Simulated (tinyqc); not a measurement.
Worked calculation: surface photovoltage measurement of the minority-carrier diffusion length in a wafer. Computed by tinyqc, a small Python program that keeps every step. Command: `OMP_NUM_THREADS=1 python tinyqc.py 3130265 3130266 out.jsonl spv walk`. One thread of a shared host (Intel(R) Xeon(R) Processor @ 2.30GHz), about 0.01 s of CPU time with the checks. Intermediate numbers are printed to about 5 digits and carried at full precision; extremes and crossings named in words are read from the listed rows.

Low injection, steady light, a depletion layer much thinner than 1/alpha and L. The excess density dn is taken at the front edge of the neutral region; light that reaches the back is lost.

Inputs (values chosen for the exercise, modelled on p-type silicon at room temperature):
```
quantity                                              value               unit
diffusion length L                                      880         micrometre
wafer thickness W                                       525         micrometre
diffusivity D                                          24.5             cm^2/s
front recombination velocity S_f                        250               cm/s
back recombination velocity S_b                         300               cm/s
photon flux entering                                1.6e+13         1/(cm^2 s)
minority density at the surface barrier scale n_0   3.4e+10             1/cm^3
temperature T                                           298                  K
wavelength                                              984                 nm
relative noise of each reading                          0.2                  %
diffusion length after pair splitting over L            0.9                  -
iron factor C                                      1.09e+16  micrometre^2/cm^3
```

Constants: k_B = 8.617333262e-05 eV/K.

## One wavelength

alpha = (84.732/lambda - 76.417)^2 per cm with lambda in micrometre (an empirical fit for silicon between 0.7 and 1.05 micrometre). Thick wafer: dn = Phi L/((S_f + D/L)(L + 1/alpha)). Finite wafer, with s = S_b L/D, w = W/L, a = alpha L: dn = [Phi a/(a^2 - 1)] [a - B - exp(-alpha W)(a - s)/(cosh w + s sinh w)]/(S_f + B D/L), B = (sinh w + s cosh w)/(cosh w + s sinh w). Photovoltage V = (k_B T/e) ln(1 + dn/n_0). Lifetime = L^2/D.

alpha = 93.950 1/cm

penetration depth 1/alpha = 106.44 micrometre

dn, thick wafer = 2.7012e+10 1/cm^3

B = 1.0229

dn, finite wafer = 2.6504e+10 1/cm^3

photovoltage V = 14.800 mV

lifetime = 316.08 microsecond

Caution: dn is not small against n_0, so V is not linear in the flux; the constant-flux reading then needs dn, not V.

## The linear plot

normal deviates g for the noise: -0.88  -0.75  0.08  -0.83  1.78  1.23  -0.15

Readings y = (Phi/dn) (1 + noise x g) at 780, 830, 880, 920, 950, 975 and 995 nm; a least-squares line y = c (1/alpha + L_app) gives L_app = intercept/slope.

Readings:
```
lambda (nm)  1/alpha (micrometre)  y (cm/s)  line (cm/s)
780                          9.64    539.83       539.45
830                         15.18    543.41       543.22
880                         25.33    550.64       550.13
920                         40.66    559.18       560.57
950                         61.28    575.10       574.61
975                         90.92    594.03       594.80
995                        130.89    622.60       622.02
```

slope = 0.68097 cm/(s micrometre)

apparent length L_app = 782.53 micrometre

error of L_app (rounded to 0.001) = -11.076 %

Without noise the error would be -9.4 %, from the finite thickness at W/L = 0.6. S_f scales all readings alike and leaves L_app unchanged.

## Where the wafer is too thin

No noise; L is varied at fixed W, and the last two columns set S_b to 0 and to 1e7 cm/s.

Apparent length (micrometre):
```
L          W/L  given S_b  S_b = 0  S_b = 1e7
26.2    20.038       26.2     26.2      26.20
52.5    10.000       52.5     52.5      52.50
105.0    5.000      105.1    105.1     104.82
158.0    3.323      159.3    160.0     155.54
262.0    2.004      272.9    285.5     236.61
420.0    1.250      449.9    544.4     307.87
682.0    0.770      682.6   1138.2     355.29
1100.0   0.477      880.5   2285.1     378.32
2100.0   0.250     1024.0   4582.0     390.02
```

With a fast back surface L_app levels off, at 390 micrometre in the last row; with a passive one it reaches up to 2.18 times L among these rows and is 4580 in the last. All three columns are within 5 % of L down to W/L = 3.3.

## Iron from two lengths

Splitting iron-boron pairs in boron-doped silicon shortens L; with nothing else changing, [Fe] = C (1/L_after^2 - 1/L^2). It is evaluated with the true lengths and with the apparent ones (without noise), which differ when the wafer is not thick against L.

L_after = 792 micrometre

[Fe] from the true lengths = 3.3016e+09 1/cm^3

[Fe] from the apparent lengths = 2.1275e+09 1/cm^3

bias, apparent over true less 1 (rounded to 0.001) = -35.562 %

Checks made by the program: dn against a finite-difference solution (relative difference 2e-07).
